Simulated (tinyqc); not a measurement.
# In-plane mass from two subband densities

Question. At zero temperature each occupied subband holds N_k = D (EF - E_k), D = md m0 q/(pi hbar^2) per eV. Two subbands are occupied. Find md, EF - E1 and EF - E2.

Constants: q = 1.602176634e-19 C, hbar = 1.054571817e-34 J s, m0 = 9.1093837015e-31 kg. Results are converted to the units shown.

N1, N2 (cm^-2): 6.3962257e11  1.6e11
E2 - E1 = 38.4 meV

Answer. N1 - N2 = D (E2 - E1) gives D and so md; each N_k/D is a distance to EF.

md = 0.0299 m0
EF - E1 = 51.2 meV
EF - E2 = 12.8 meV

Numbers from tinyqc (`OMP_NUM_THREADS=1 python tinyqc.py 2140066 2140067 out.jsonl`; about 0.1 s on one thread of a shared Intel Xeon 2.30GHz).
